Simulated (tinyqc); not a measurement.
Schottky diode by thermionic emission with image-force lowering and series resistance: one step of the calculation.

Metal on an n-type semiconductor with one parabolic valley; V > 0 is forward bias (metal positive). I = I0 [exp(Vj/(n Vt)) - 1] with Vj = V - I Rs; I0 = S A* T^2 exp(-(phi - dphi)/Vt), the lowering dphi taken at zero bias.

Question. Saturation current. A* = 4 pi q me m0 kB^2/h^3 (times 1e-4 for A/(cm^2 K^2)); Nc = 2 (2 pi me m0 kB T/h^2)^1.5 (times 1e-6 for cm^-3); xi = Vt ln(Nc/Nd), Vbi = phi - xi; surface field Em = sqrt(2 q Nd (Vbi - V - Vt)/(eps0 eps_r)); dphi = sqrt(q Em/(4 pi eps0 eps_r)). Here V = 0 in Em.

Values chosen for this exercise; band and dielectric values close to those of gallium arsenide: temperature T = 300 K; electron mass me = 0.0678 m0; relative permittivity eps_r = 13.2; barrier height seen from the metal phi = 0.62 eV; donor density Nd = 8.1e16 cm^-3; area S = 0.00032 cm^2.

Constants: q = 1.602176634e-19 C, kB = 1.380649e-23 J/K, h = 6.62607015e-34 J s, m0 = 9.1093837015e-31 kg, Vt = kB T/q, eps0 = 8.8541878128e-14 F/cm where lengths are in cm. Results are converted to the units shown.

Give: A*; Nc; Vbi; Em; dphi; I0.

Answer.

A* = 8.1477 A/(cm^2 K^2)
Nc = 4.4301e17 cm^-3
Vbi = 0.57607 V
Em = 110.54 kV/cm
dphi = 34.726 meV
I0 = 3.4534e-8 A

The lowering raises I0 by a factor of 3.83.

Program tinyqc, `OMP_NUM_THREADS=1 python tinyqc.py 2640015 2640016 out.jsonl`; Intel Xeon 2.30GHz, shared host, one thread, about 0.01 s.
